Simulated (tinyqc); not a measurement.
Worked calculation: donors with valley-orbit split 1s states. Values are carried at full precision from step to step, so a last printed digit may differ when a step is redone from the rounded ones.

Each donor binds at most one electron, in any of its states. For a site s, W_s = sum over its states of g exp(E/kT), and the ionised share is 1/(1 + W_s exp(eta)), eta = (EF - Ec)/kT; n = Nc F_1/2(eta); neutrality n + NA = ND x (mean ionised share); holes are neglected. Nc from N = 2 (m kB T/(4 pi c))^(3/2) with c = hbar^2/2m0, in 1/angstrom^3; times 1e24 for 1/cm^3, m = md. F_j(eta) = (1/Gamma(j + 1)) integral_0^infinity x^j dx/(1 + exp(x - eta)), which tends to exp(eta) for eta << 0.

Constants: hbar^2/2m0 = 3.80998211 eV angstrom^2; kB = 8.617333262e-05 eV/K.

Parameters, chosen for this exercise (near those of Sb in Si; not measured data):
```
symbol  value               unit        meaning
md      1.041               m0          density-of-states mass of the conduction band
E       (41.8, 31.7, 29.1)  meV         binding energies of 1s(A1), 1s(T2), 1s(E)
g       (2, 6, 4)                       their degeneracies with spin
T       200                 K
ND      5.9e+17             1/cm^3      donors
NA      0                   1/cm^3      compensating acceptors, all ionised
mu0     70                  cm^2/(V s)  mobility at heavy doping
mu1     1363                cm^2/(V s)  mobility at light doping and 300 K
Nr      8.6e+16             1/cm^3      reference doping
de      0.72                            doping exponent
ga      2.3                             temperature exponent
```

## Partition sums of the neutral donor

Give each term g exp(E/kT), W_s, and the effective degeneracy W_s exp(-E_ground/kT).

Nc = 1.4508e+19 1/cm^3

terms: 1s(A1) 22.61, 1s(T2) 37.75, 1s(E) 21.64

W_s: donor 82.010

effective degeneracy: donor 7.254

The ground state alone would give 2 and all states together 12; here the excited states hold 72 % of the bound electrons.

## Neutrality

Solve for eta.

eta = -4.071
n = 2.46e+17 1/cm^3

ionised share: donor 0.417

n is 0.417 of ND - NA.

## Mobility and resistivity

Mobility (Caughey-Thomas form): mu = mu0 + (mu1 (T/300)^(-ga) - mu0)/(1 + ((ND + NA)/Nr)^de); rho = 1/(e n mu), e = 1.602176634e-19 C.

Compare with full ionisation, n = ND - NA.

mu = 748.5 cm^2/(V s)
rho = 0.0339 ohm cm
rho at full ionisation = 0.0141 ohm cm

Incomplete ionisation raises rho by a factor 2.4.

## Checks

- n at ND = 1e13 1/cm^3 against the root of n^2 = (Nc/W)(ND - n) (1/cm^3): both 9.999e+12.

Computed by tinyqc, a small Python program: `OMP_NUM_THREADS=1 python tinyqc.py 1680046 1680047 out.jsonl` (the numbers bound the seed that draws the inputs); one thread of a shared host (Intel(R) Xeon(R) Processor @ 2.30GHz), about 0.01 s for the whole set of steps.
